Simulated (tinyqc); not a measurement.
Gate-all-around wire with two subbands, quantum capacitance: one step of the calculation.

phi is the Fermi level above the lowest subband edge, in volts; Vg is counted from the gate voltage at which an empty wire would have phi = 0. Both directions of motion are filled (equilibrium).

Question. New phi. N1 = gv sqrt(2 md m0 kB T/(pi hbar^2)); n1 = N1 F(phi/Vt), n2 = g2 N1 F((phi - E2)/Vt), n = n1 + n2, F(e) = (1/sqrt(pi)) int_0^infinity u^(-1/2) du/(1 + exp(u - e)); Cq = q dn/dphi = (q N1/Vt) [F'(phi/Vt) + g2 F'((phi - E2)/Vt)]. Newton: f = phi + q (n)/Cox - Vg, phi(new) = phi - f/(1 + (Cq)/Cox).

Inputs (values chosen for the exercise):
- T = 150 K (temperature)
- md = 0.37 m0 (mass along the wire)
- gv = 1 (valley degeneracy)
- E2 = 0.15 eV (second subband above the first)
- g2 = 2 (orbital degeneracy of the second subband)
- Vg = 0.77 V (gate voltage)

Constants: q = 1.602176634e-19 C, kB = 1.380649e-23 J/K, hbar = 1.054571817e-34 J s, m0 = 9.1093837015e-31 kg, Vt = kB T/q. Results are converted to the units shown.

phi after iteration 1 = 0.14880586 V
Cox = 6.6953476 pF/cm

Give: n1; n2; Cq; f; phi after iteration 2.

Answer.

n1 = 7.6283e6 cm^-1
n2 = 2.2800e6 cm^-1
Cq = 22.436 pF/cm
f = -0.38409 V
phi after iteration 2 = 0.23708 V

tinyqc, about 0.01 s, one thread, Intel Xeon 2.30GHz (shared host): `OMP_NUM_THREADS=1 python tinyqc.py 2200044 2200045 out.jsonl`
